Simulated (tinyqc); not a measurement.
# Capacitance measurement on a leaky thin oxide: effects of series resistance and leakage, step by step

Numbers from tinyqc (`OMP_NUM_THREADS=1 python tinyqc.py 2022080 2022081 out.jsonl`; about 0.01 s on one thread of a shared Intel Xeon 2.30GHz). Printed values are rounded.

The device is a capacitance C in parallel with a leakage conductance G, in series with Rs and Ls. An impedance meter reports either a parallel pair (Cp, Gp) from Y = 1/Z = Gp + i w Cp or a series pair (Cs, Rm) from Z = Rm + 1/(i w Cs); w = 2 pi f, dissipation D = Gp/(w |Cp|).

Parameters, values chosen for the exercise; values of the order met in thin-oxide MOS capacitors:
```
symbol,value,unit,meaning
eox,3.9,,relative permittivity of the gate insulator (close to silicon dioxide)
tox,2.4,nm,insulator thickness
A,400,um^2,gate area
zc,0.38,nm,oxide-equivalent thickness added by the accumulation layer
zp,0,nm,oxide-equivalent thickness added by gate depletion
Jg,0.035,A/cm^2,"gate leakage current density, not matched to the thickness"
Vs,0.4,V,voltage for an e-fold rise of the leakage
Rs,12,ohm,series resistance
Ls,0,nH,series inductance
f,10000,Hz,measuring frequency
```

Constants: eps0 = 8.8541878128e-14 F/cm where lengths are in cm. Results are converted to the units shown.

## True capacitance and conductance

EOT = 3.9 tox/eox; CET = EOT + zc + zp; C = 3.9 eps0 A/CET; G = Jg A/Vs.

EOT = 2.4 nm
CET = 2.78 nm
C = 4.96854 pF
G = 0.35 uS

## What the meter reports

Z = Rs + i w Ls + 1/(G + i w C).

Z = (1.59123-1.41928i) x 1e6 ohm
Cp = 4.96850 pF
Gp = 0.350000 uS
Cs = 11.2138 pF
D = 1.12115

Cp is within 0.01 % of C and Cs is 2.26 times it; G Rs = 4.20e-6, w C Rs = 3.75e-6 and G/(w C) = 1.12.
